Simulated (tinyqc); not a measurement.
Grain-boundary trapping model (Seto) of a polycrystalline semiconductor film. Changing the temperature T. Computed by tinyqc, a small Python program. Command: `OMP_NUM_THREADS=1 python tinyqc.py 3029489 3029490 out.jsonl poly sweep`. One thread of a shared host (Intel(R) Xeon(R) Processor @ 2.30GHz), about 0.01 s of CPU time with the checks.

Grains of equal size L are joined by thin boundaries with one trap level. Trapped carriers deplete a width W on each side and raise a barrier, crossed by thermionic emission. Dopants are fully ionised, statistics are non-degenerate and mu_g does not depend on T.

Inputs (values chosen for the exercise, modelled on polycrystalline ZnO): permittivity eps = 8.3; effective mass m = 0.29 m_0; effective density of states at 300 K, N_c = 3.6e+18 1/cm^3; grain size L = 240 nm; trap density Q_t = 1.6e+12 1/cm^2; trap level E_t below the band edge = 0.46 eV; doping N = 7.1e+16 1/cm^3; mobility inside the grains mu_g = 86 cm^2/(V s).

Grain interior: resistance included.

Constants: k_B = 8.617333262e-05 eV/K; e = 1.602176634e-19 C; eps_0 = 8.8541878128e-12 F/m; m_0 = 9.1093837015e-31 kg; k_B = 1.380649e-23 J/K.

Method:
- N_c(T) = N_c (T/300 K)^(3/2). Filled traps Q = Q_t/(1 + (1/2) exp((E_t* - E_F)/k_B T)), where E_t* = e V_B - E_t and E_F are counted from the band edge at the grain centre. Partial depletion: Q = 2 N W, V_B = e N W^2/(2 eps eps_0), E_F = k_B T ln(N/N_c); solve for W. If that W would exceed L/2 the grain is fully depleted: W = L/2, Q = N L, and E_F follows from the trap equation. Centre density n_0 = N_c exp(E_F/k_B T).
- Boundary: sigma_b = L e^2 n_0 exp(-e V_B/k_B T)/sqrt(2 pi m k_B T); drift through the grain, depleted parts included: rho_g = [(1 - 2W/L) + (2W/L) int_0^1 exp(y^2 s^2) ds]/(e n_0 mu_g); rho = 1/sigma_b + rho_g. Mean carrier density n_av = n_0 [(1 - 2W/L) + (2W/L) (sqrt(pi)/2) erf(y)/y], y = sqrt(e V_B/k_B T); effective mobility 1/(e n_av rho).
- E_a = d ln(rho)/d(1/k_B T) from T - 5 K and T + 5 K; temperature coefficient d ln(rho)/dT.

One run for each value; columns: (1) temperature T (K); (2) resistivity rho (ohm cm); (3) effective mobility (cm^2/(V s)); (4) activation energy E_a (eV); (5) mean carrier density (1/cm^3):
```
(1)         (2)         (3)      (4)         (5)
200  4.5620e+08  3.7962e-07  0.46769  3.6039e+16
236  7.2788e+06  2.2890e-05  0.46721  3.7462e+16
271  3.7563e+05  4.2792e-04  0.46612  3.8830e+16
307  3.6311e+04  4.2731e-03  0.46430  4.0227e+16
379  1.3186e+03  1.1007e-01  0.45804  4.3007e+16
414  4.0518e+02  3.4728e-01  0.45327  4.4356e+16
450  1.4764e+02  9.2411e-01  0.44660  4.5746e+16
```

Give the missing row, temperature T (K) = 343.

Computed row; columns: (1) temperature T (K); (2) resistivity rho (ohm cm); (3) effective mobility (cm^2/(V s)); (4) activation energy E_a (eV); (5) mean carrier density (1/cm^3):
```
(1)         (2)         (3)      (4)         (5)
343  5.7825e+03  2.5935e-02  0.46167  4.1618e+16
```

Interpolating between the two neighbouring rows (linearly) misses most in resistivity rho (ohm cm), by a factor of 3.3. Over the rows, resistivity rho (ohm cm) falls from 4.56e8 to 148 (exponent d ln y / d ln x -25 between the first rows and -12 between the last); effective mobility (cm^2/(V s)) rises from 3.80e-7 to 0.924 (exponent d ln y / d ln x 25 between the first rows and 12 between the last); activation energy E_a (eV) falls from 0.468 to 0.447 (exponent d ln y / d ln x -0.0062 between the first rows and -0.18 between the last).
